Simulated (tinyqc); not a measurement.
Worked calculation: sp3 tight binding, zinc-blende lattice. One step of it, computed by the program tinyqc.

Task: Bloch Hamiltonian at k. Slater-Koster rules over the four bonds with direction cosines (l, m, n): ss V_ss; s-px l V_sp; px-s -l V_sp; px-px l^2 V_pps + (1 - l^2) V_ppp; px-py l m (V_pps - V_ppp); each times exp(i k.d).

Parameters chosen for this model: zinc-blende lattice, anion at 0, cation at a/4 (1,1,1); V = eta hbar^2 / (m d^2), hbar^2/m = 7.619964 eV angstrom^2:
```
parameter          value      unit
a               4.050000  angstrom
d               1.753701  angstrom
Es anion      -20.650000        eV
Ep anion       -8.480000        eV
Es cation     -11.500000        eV
Ep cation      -3.700000        eV
eta ss         -1.320000
eta sp          1.420000
eta pp sigma    2.220000
eta pp pi      -0.630000
V ss           -3.270510        eV
V sp            3.518276        eV
V pp sigma      5.500404        eV
V pp pi        -1.560925        eV
```

k point k (2 pi / a): 0.310000  0.740000  -0.650000

Give: H(k) at k.

Result:

H(k) at k (eV):
```
                  a s             a px             a py            a pz
a s          -20.6500           0.0000           0.0000          0.0000
a px           0.0000          -8.4800           0.0000          0.0000
a py           0.0000           0.0000          -8.4800          0.0000
a pz           0.0000           0.0000           0.0000         -8.4800
c s   -2.3991+4.7901i  -5.6190+0.7889i  -1.2874+3.4433i  1.8231-2.4316i
c px   5.6190-0.7889i   0.5816-1.1612i  -2.1126+2.8176i  1.4918-3.9900i
c py   1.2874-3.4433i  -2.1126+2.8176i   0.5816-1.1612i  6.5111-0.9142i
c pz  -1.8231+2.4316i   1.4918-3.9900i   6.5111-0.9142i  0.5816-1.1612i

                  c s             c px             c py             c pz
a s   -2.3991-4.7901i   5.6190+0.7889i   1.2874+3.4433i  -1.8231-2.4316i
a px  -5.6190-0.7889i   0.5816+1.1612i  -2.1126-2.8176i   1.4918+3.9900i
a py  -1.2874-3.4433i  -2.1126-2.8176i   0.5816+1.1612i   6.5111+0.9142i
a pz   1.8231+2.4316i   1.4918+3.9900i   6.5111+0.9142i   0.5816+1.1612i
c s          -11.5000           0.0000           0.0000           0.0000
c px           0.0000          -3.7000           0.0000           0.0000
c py           0.0000           0.0000          -3.7000           0.0000
c pz           0.0000           0.0000           0.0000          -3.7000
```
